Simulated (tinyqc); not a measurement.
# Small-signal admittance of a forward-biased p+-n diode: two studies

Holes injected into a neutral base of width wb with an ohmic contact at its end; low injection, p0 far above the equilibrium density. A small voltage v exp(i w t), w = 2 pi f, modulates the edge density by p0 v/Vt, and the small-signal density obeys Dp d2p/dx2 = (1/tau + i w) p.

Parameters, values chosen for the exercise; permittivity close to that of germanium: temperature T = 300 K; relative permittivity eps_r = 16; donor density of the base Nd = 1.8e16 cm^-3; hole diffusion coefficient Dp = 32 cm^2/s; hole lifetime tau = 1e-6 s; width of the neutral base wb = 74 um; excess hole density at the junction edge p0 = 1.1e14 cm^-3; acceptor density of the p+ side Na = 4e18 cm^-3; series resistance Rs = 0.013 ohm cm^2; signal frequency f = 9900 Hz.

Constants: q = 1.602176634e-19 C, kB = 1.380649e-23 J/K, Vt = kB T/q, eps0 = 8.8541878128e-14 F/cm where lengths are in cm. Results are converted to the units shown.

Each table varies one quantity; the others keep the values above.

## Admittance against frequency

L = sqrt(Dp tau); direct current J = (q Dp p0/L) coth(wb/L); k = sqrt(1 + i w tau)/L; diffusion admittance Y = (q Dp p0/Vt) k coth(k wb) = G + i w C_diff; junction capacitance C_j = sqrt(q eps0 eps_r Nd/(2 Vr)) in the depletion approximation, with the remaining barrier Vr = Vt ln(Na/p0), a rough value under forward bias; base-width modulation is left out. Measured admittance 1/[Rs + 1/(Y + i w C_j)].

The same in every row: C_j (uF/cm^2) = 0.08674.

Admittance against frequency:

| f (Hz) | w tau | G (S/cm^2) | C_diff (uF/cm^2) | measured G (S/cm^2) | measured C (uF/cm^2) | phase of the measured Y (degrees) |
|---|---|---|---|---|---|---|
| 600 | 0.003770 | 4.464 | 1.374 | 4.220 | 1.305 | 0.06680 |
| 3000 | 0.01885 | 4.464 | 1.374 | 4.220 | 1.305 | 0.3340 |
| 10000 | 0.06283 | 4.465 | 1.374 | 4.220 | 1.305 | 1.113 |
| 40000 | 0.2513 | 4.472 | 1.373 | 4.228 | 1.304 | 4.432 |
| 2e5 | 1.257 | 4.653 | 1.349 | 4.423 | 1.276 | 19.92 |
| 8e5 | 5.027 | 6.571 | 1.099 | 6.414 | 1.001 | 38.13 |
| 3e6 | 18.85 | 12.16 | 0.6113 | 11.92 | 0.5093 | 38.85 |
| 1e7 | 62.83 | 21.79 | 0.3413 | 21.12 | 0.2420 | 35.75 |
| 6e7 | 377.0 | 53.02 | 0.1403 | 45.16 | 0.05549 | 24.85 |

What does the table show?

G starts at J/Vt = 4.46 S/cm^2 and C_diff at (J tau/(2 Vt))(1 - 2 x/sinh 2x) = 1.37 uF/cm^2, x = wb/L = 1.31. Between the last two rows G goes as f^(0.50) and C_diff as f^(-0.50); the limits are 1/2 and -1/2, reached when the signal penetrates only sqrt(Dp/w). The measured C is 11 % below C_diff + C_j in the first row and 76 % below it in the last, the difference being due to Rs.

## Effect of the excess hole density at the junction edge

Same model as above.

The same in every row: w tau = 0.06220.

Results:

| p0 (cm^-3) | G (S/cm^2) | C_diff (uF/cm^2) | C_j (uF/cm^2) | measured G (S/cm^2) | measured C (uF/cm^2) | phase of the measured Y (degrees) |
|---|---|---|---|---|---|---|
| 2e9 | 8.118e-5 | 2.498e-5 | 0.06074 | 8.137e-5 | 0.06077 | 88.77 |
| 2e10 | 8.118e-4 | 2.498e-4 | 0.06430 | 8.120e-4 | 0.06455 | 78.57 |
| 2e11 | 0.008118 | 0.002498 | 0.06856 | 0.008117 | 0.07104 | 28.56 |
| 2e13 | 0.8118 | 0.2498 | 0.08046 | 0.8033 | 0.3234 | 1.435 |
| 2e14 | 8.118 | 2.498 | 0.08932 | 7.343 | 2.117 | 1.027 |
| 2e15 | 81.18 | 24.98 | 0.1020 | 39.50 | 5.937 | 0.5357 |

Estimate the missing row, p0 = 2e12 cm^-3.

Computed row:

| p0 (cm^-3) | G (S/cm^2) | C_diff (uF/cm^2) | C_j (uF/cm^2) | measured G (S/cm^2) | measured C (uF/cm^2) | phase of the measured Y (degrees) |
|---|---|---|---|---|---|---|
| 2e12 | 0.08118 | 0.02498 | 0.07380 | 0.08110 | 0.09857 | 4.324 |

With this row back in the table: As p0 goes from 2e9 to 2e15, G rises from 8.12e-5 to 81.2 S/cm^2, C_diff rises from 2.50e-5 to 25.0 uF/cm^2 and the measured C rises from 0.0608 to 5.94 uF/cm^2. C_diff exceeds C_j for p0 = 2e13, 2e14, 2e15.

Program tinyqc, `OMP_NUM_THREADS=1 python tinyqc.py 2890197 2890198 out.jsonl`; Intel Xeon 2.30GHz, shared host, one thread, about 0.01 s.
